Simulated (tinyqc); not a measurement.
Doping: the thermoelectric optimum: Boltzmann transport in a parabolic band with a power-law relaxation time.

F_j(eta) = (1/Gamma(j + 1)) integral_0^infinity x^j dx/(1 + exp(x - eta)), which tends to exp(eta) for eta << 0.

n = N F_1/2(eta) with N = 2 (m kB T/(4 pi c))^(3/2) with c = hbar^2/2m0, in 1/angstrom^3; times 1e24 for 1/cm^3, m = md.

tau = tau0 x^r with x = E/kT. With K_j = Gamma(j + 1) F_j(eta): <tau> = tau0 (r + 3/2) K_(r+1/2)/((3/2) K_(1/2)); mu = <tau>/(mc m0/e), m0/e = 5.685630e-12 kg/C; Hall factor rH = (3/2) K_(1/2) (2r + 3/2) K_(2r+1/2)/((r + 3/2) K_(r+1/2))^2; Seebeck S = -(kB/e) [(r + 5/2) K_(r+3/2)/((r + 3/2) K_(r+1/2)) - eta]; Lorenz number L = (kB/e)^2 [(r + 7/2) K_(r+5/2)/((r + 3/2) K_(r+1/2)) - ((r + 5/2) K_(r+3/2)/((r + 3/2) K_(r+1/2)))^2]; kB/e in V/K. Valley anisotropy is left out of rH.

Constants: hbar^2/2m0 = 3.80998211 eV angstrom^2; kB = 8.617333262e-05 eV/K.

Inputs chosen for the exercise (masses near those of GaN; tau0 is set for a mobility of the usual size at this n, kL is a free input; freeze-out and phonon drag, which matter near 77 K, are left out; not measured data): md = 0.2 m0 (density-of-states mass); mc = 0.2 m0 (conductivity mass); tau0 = 63 fs (tau at E = kT); r = -0.5 (exponent of tau); T = 200 K; kL = 11 W/(m K) (lattice thermal conductivity).

tau0 is held fixed. sigma = e n mu with e = 1.602176634e-19 C; ZT = S^2 sigma T/(kL + L sigma T).

Results:
```
n (1/cm^3)    eta  mu (cm^2/(V s))  sigma (S/cm)     rH  S (microvolt/K)  L (1e-8)  S^2 sigma (mW/(m K^2))       ZT
1.0e+16     -4.80              416         0.667  1.178             -587     1.487                  0.0229  0.00042
4.0e+16     -3.41              415          2.66  1.176             -467     1.491                  0.0581   0.0011
1.0e+17     -2.47              412          6.60  1.172             -389     1.500                  0.0999   0.0018
4.0e+17     -1.00              398          25.5  1.157             -273     1.543                   0.190   0.0034
7.0e+17     -0.36              386          43.3  1.144             -227     1.583                   0.224   0.0041
1.0e+18      0.09              375          60.1  1.133             -199     1.621                   0.239   0.0043
3.0e+18      1.74              323           155  1.084             -121     1.821                   0.227   0.0041
6.0e+18      3.22              277           266  1.050              -81     2.012                   0.177   0.0032
1.0e+19      4.73              241           387  1.030              -59     2.158                   0.133   0.0024
3.0e+19     10.13              172           827  1.008              -28     2.365                  0.0647   0.0011
```

What can be read from this table?

|S| falls by 197 microvolt/K from the first to the third row (198 a decade in the non-degenerate range; holes, which count near the intrinsic density, and non-parabolicity are left out). The power factor peaks at 1e+18 1/cm^3 of those listed (eta = 0.09, S = -199); ZT is largest at 1e+18 1/cm^3 (eta = 0.09). mu changes by a factor 0.41 over the table and rH goes from 1.178 to 1.008. A real tau0 would fall with doping.

Computed by tinyqc, a small Python program: `OMP_NUM_THREADS=1 python tinyqc.py 1652274 1652275 out.jsonl` (the numbers bound the seed that draws the inputs); one thread of a shared host (Intel(R) Xeon(R) Processor @ 2.30GHz), about 0.01 s for the whole set of steps.
